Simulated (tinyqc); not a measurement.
Piezoresistors in the (001) plane of a cubic crystal: effect of the direction of the resistor.

Plane stress in crystal axes x = [100], y = [010]. First-order piezoresistance: d rho_xx/rho = p11 sxx + p12 syy, d rho_yy/rho = p12 sxx + p11 syy, d rho_xy/rho = p44 sxy; a resistor along d = (cos th, sin th) changes by dR/R = d.(d rho/rho).d. Changes of geometry and second-order terms are left out.

For uniaxial stress along or across the current: pL = p11 - (A/2) sin^2(2 th), pT = p12 + (A/2) sin^2(2 th), A = p11 - p12 - p44. dR/R is for the given stress.

Inputs (values chosen for the exercise); coefficients close to those of lightly doped n-type silicon:
```
symbol  value        unit                     meaning
p11      -101  x 1e-11/Pa  piezoresistive coefficient
p12      56.8  x 1e-11/Pa  piezoresistive coefficient
p44     -12.8  x 1e-11/Pa  piezoresistive coefficient
Sx       -140         MPa                  stress sxx
Sy        179         MPa                  stress syy
St        -80         MPa            shear stress sxy
```

Effect of the direction of the resistor:
```
th (deg)	pL (1e-11/Pa)	pT (1e-11/Pa)	pL - pT (1e-11/Pa)	dR/R (%)
0	-101.00	56.800	-157.80	24.307
10	-92.519	48.319	-140.84	23.140
20	-71.045	26.845	-97.889	19.077
30	-46.625	2.4250	-49.050	12.609
45	-28.500	-15.700	-12.800	0.16210
60	-46.625	2.4250	-49.050	-12.560
75	-82.875	38.675	-121.55	-22.147
90	-101.00	56.800	-157.80	-26.031
```

The sum pL + pT = p11 + p12 = -44.2 holds in every row. |pL - pT|, which sets the output of a bridge under uniaxial stress, is largest at 0 and 90 degrees (158) and is 12.8 at 45 degrees. The change dR/R falls from 24.3 to -26.0 %.

Program tinyqc, `OMP_NUM_THREADS=1 python tinyqc.py 2530059 2530060 out.jsonl`; Intel Xeon 2.30GHz, shared host, one thread, about 0.01 s.
